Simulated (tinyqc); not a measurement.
Length of a polyene: Hueckel, PPP and singles CI along the polyenes. Computed by the program tinyqc. Hueckel uses the same beta without repulsion; CIS keeps all single excitations and so misses the low, doubly excited 2Ag state. W is the valence ionisation energy of a centre, MN the Mataga-Nishimoto formula, f the oscillator strength.

All-trans chains of carbon centres 1.40 angstrom apart:
```
parameter                               value
beta (eV), times 1 +/- alternation  -2.400000
alternation                          0.100000
W (eV)                              11.160000
gamma_rr (eV)                       10.400000
repulsion formula                          MN
```

Gaps and excitations (eV):
```
centres  Hueckel gap  PPP orbital gap  bright singlet (CIS)      f  lowest triplet (CIS)
2              5.280           10.451                 7.894  0.677                 2.666
4              3.545            8.210                 5.666  1.035                 1.840
8              2.304            6.448                 4.058  1.801                 1.270
10             2.019            6.025                 3.678  2.147                 1.151
12             1.822            5.733                 3.417  2.478                 1.074
14             1.680            5.522                 3.228  2.798                 1.022
```

Estimate the missing row, centres = 6.

Computed row:
```
centres  Hueckel gap  PPP orbital gap  bright singlet (CIS)      f  lowest triplet (CIS)
6              2.751            7.101                 4.648  1.431                 1.469
```

The Hueckel gap tends to 4 x alternation x |beta| = 0.96 eV for long chains. Exchange opens the PPP orbital gap, and the attraction of electron and hole brings the bright state 2.29 eV below it at 14 centres; the triplet lies 2.21 eV lower still.
